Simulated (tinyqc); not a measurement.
UHF in the sto-3g basis, for H3-, spin multiplicity 1, step by step. The basis has no diffuse functions, so it cannot describe the extra electron: this is an exercise in the method, not the real anion. One step of it, computed by the program tinyqc.

Question. Orthogonalisation. S = U s U^T; canonical form X = U s^(-1/2), so that X^T S X = 1. Each column of U has its largest component positive (the first on a tie).

overlap S, lower triangle:
```
          1H 1s     2H 1s     3H 1s
1H 1s  1.000000
2H 1s  0.251319  1.000000
3H 1s  0.238205  0.020124  1.000000
```

Give: eigenvalues of S; X.

Answer.

eigenvalues of S: 0.664  0.980  1.356

X:
```
            1       2      3
1H 1s   0.880  -0.003  0.598
2H 1s  -0.623  -0.695  0.446
3H 1s  -0.586   0.733  0.425
```
